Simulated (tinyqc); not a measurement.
Changing the mobility mu: current of a Schottky diode by thermionic-emission-diffusion theory, and its read-back from I-V-T and C-V data. Computed by tinyqc, a small Python program. Command: `OMP_NUM_THREADS=1 python tinyqc.py 3007766 3007767 out.jsonl schottky sweep`. One thread of a shared host (Intel(R) Xeon(R) Processor @ 2.30GHz), about 0.01 s of CPU time with the checks.

Full ionisation, no tunnelling, no recombination current. V is the voltage across the junction itself, forward positive.

Inputs (values chosen for the exercise, modelled on n-type Ga2O3):
```
quantity                                     value           unit
Richardson constant A*                        32.6   A/(cm^2 K^2)
effective density of states at 300 K, N_c  3.5e+18         1/cm^3
permittivity eps                              10.2              -
barrier without image force phi_0 (mean)      1.18             eV
doping N                                   1.4e+16         1/cm^3
series resistance R_s                          9.6  milliohm cm^2
junction voltage V                            0.59              V
temperature T                                  300              K
standard deviation sigma                        42            meV
relative change of sigma^2 with bias, rho     0.53            1/V
```

Barrier: Gaussian spread of heights.

Constants: k_B = 8.617333262e-05 eV/K; e = 1.602176634e-19 C; eps_0 = 8.8541878128e-12 F/m.

Method:
- N_c(T) = N_c (T/300 K)^(3/2); V_bi = phi_0 - (k_B T/e) ln(N_c(T)/N); surface field F = sqrt(2 e N (V_bi - V - k_B T/e)/(eps eps_0)); image lowering d_phi = sqrt(e F/(4 pi eps eps_0)); effective barrier phi = phi_0 - d_phi - sigma^2 (1 - rho V)/(2 k_B T).
- Collection velocity v_R = A* T^2/(e N_c(T)); diffusion velocity v_D = mu F; J = e N_c(T) v_R/(1 + v_R/v_D) exp(-phi/k_B T) [exp(e V/k_B T) - 1].
- Terminal voltage V + J R_s.
- Ideality n = (e/k_B T)/(d ln J/dV) by a central difference of +/- 1 mV; J_0 = J exp(-e V/(n k_B T)); apparent barrier phi_IV = k_B T ln(A* T^2/J_0); a C-V plot gives phi_CV = phi_0, the mean without lowering.

One run for each value:
```
mobility mu (cm^2/(V s))  current density J (A/cm^2)  apparent barrier phi_IV (eV)  ideality factor n  v_D (cm/s)
0.5                                         0.000010                         1.234              1.068   2.288e+04
1.6                                         0.000033                         1.204              1.068   7.320e+04
5                                           0.000100                         1.176              1.067   2.288e+05
16                                          0.000292                         1.150              1.064   7.320e+05
50                                          0.000724                         1.130              1.058   2.288e+06
160                                         0.001389                         1.118              1.048   7.320e+06
500                                         0.001938                         1.114              1.040   2.288e+07
1600                                        0.002222                         1.112              1.036   7.320e+07
5000                                        0.002328                         1.112              1.035   2.288e+08
```

Over the rows, current density J (A/cm^2) rises from 1.04e-5 to 0.00233 (exponent d ln y / d ln x 0.99 between the first rows and 0.041 between the last); apparent barrier phi_IV (eV) falls from 1.23 to 1.11 (exponent d ln y / d ln x -0.021 between the first rows and -3.1e-4 between the last); ideality factor n falls from 1.07 to 1.04 (exponent d ln y / d ln x -2.7e-4 between the first rows and -0.0012 between the last). At the low end the exponent of current density J is 0.99, close to 1: diffusion limits. Reading a diffusion-limited diode with the thermionic formula overstates the barrier by k_B T ln(1 + v_R/v_D).
